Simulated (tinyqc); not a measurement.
What each form factor does: empirical-pseudopotential levels.

Empirical pseudopotential on the fcc lattice, atoms at +/- tau, tau = a (1,1,1)/8, no spin-orbit coupling. H(G,G') = c (2 pi/a)^2 |k + G|^2 delta + VS(q) cos(q.tau) + i VA(q) sin(q.tau), q = G - G', c = hbar^2/2m0; k and G in units of 2 pi/a; VS at |q|^2 = 3, 8, 11 and VA at 3, 4, 11, in rydberg, zero elsewhere. The basis is fixed: all 65 G with |G|^2 up to Gcut. Energies are counted from the fourth level at Gamma.

Constants: hbar^2/2m0 = 3.80998211 eV angstrom^2; Ry = 13.60569312 eV.

Inputs chosen for the exercise (near those of Si; not measured data):
- a = 5.429 angstrom (lattice constant)
- VS3 = -0.216 Ry
- VS8 = 0.042 Ry
- VS11 = 0.081 Ry
- VA3 = 0 Ry
- VA4 = 0 Ry
- VA11 = 0 Ry
- Gcut = 16 (2 pi/a)^2 (largest |G|^2 of the fixed basis)

Lowest empty singlet and triplet at Gamma and the valence width there (fixed basis); lowest empty level at X = (1,0,0) and L = (1/2,1/2,1/2) from the valence top, these levels and that top with all |k + G|^2 up to 21. Singlet and triplet count orbital degeneracy. VS3 is VS at |q|^2 = 3, and so on. The row for a keeps the form factors fixed, so it is no model of a real expansion, which changes them too.

One parameter was then changed.

Results before and after:

| case | singlet (eV) | triplet (eV) | X (eV) | L (eV) | width (eV) |
|---|---|---|---|---|---|
| base | 4.048 | 3.449 | 1.116 | 2.009 | 12.686 |
| changed | 3.918 | 3.530 | 0.679 | 2.051 | 12.677 |

Which of these changes was made? (a) VA11 = 0.03 Ry; (b) VS11 = 0.071 Ry; (c) VA4 = 0.03 Ry; (d) VA3 = 0.03 Ry; (e) a = 5.483 angstrom; (f) VS3 = -0.226 Ry; (g) VS8 = 0.032 Ry.

Answer: (c) VA4 = 0.03 Ry. Of the candidates, run in turn, only this one gives the changed row.

All candidates:

| case | singlet (eV) | triplet (eV) | X (eV) | L (eV) | width (eV) |
|---|---|---|---|---|---|
| base | 4.048 | 3.449 | 1.116 | 2.009 | 12.686 |
| a = 5.483 angstrom | 4.063 | 3.473 | 1.245 | 2.081 | 12.383 |
| VS3 = -0.226 Ry | 3.984 | 3.592 | 1.357 | 2.105 | 12.633 |
| VS8 = 0.032 Ry | 3.558 | 3.509 | 1.033 | 1.779 | 12.758 |
| VS11 = 0.071 Ry | 3.538 | 3.225 | 0.850 | 1.680 | 12.852 |
| VA3 = 0.03 Ry | 4.082 | 3.471 | 0.859 | 2.004 | 12.689 |
| VA4 = 0.03 Ry | 3.918 | 3.530 | 0.679 | 2.051 | 12.677 |
| VA11 = 0.03 Ry | 3.903 | 3.410 | 0.826 | 1.950 | 12.701 |

In a diamond crystal a small VA enters the levels at Gamma and L only in second order, by symmetry, but splits the degenerate pair at X in first order.

Program tinyqc; command `OMP_NUM_THREADS=1 python tinyqc.py 1050876 1050877 out.jsonl`; about 0.3 s on one thread of a shared Intel(R) Xeon(R) Processor @ 2.30GHz.
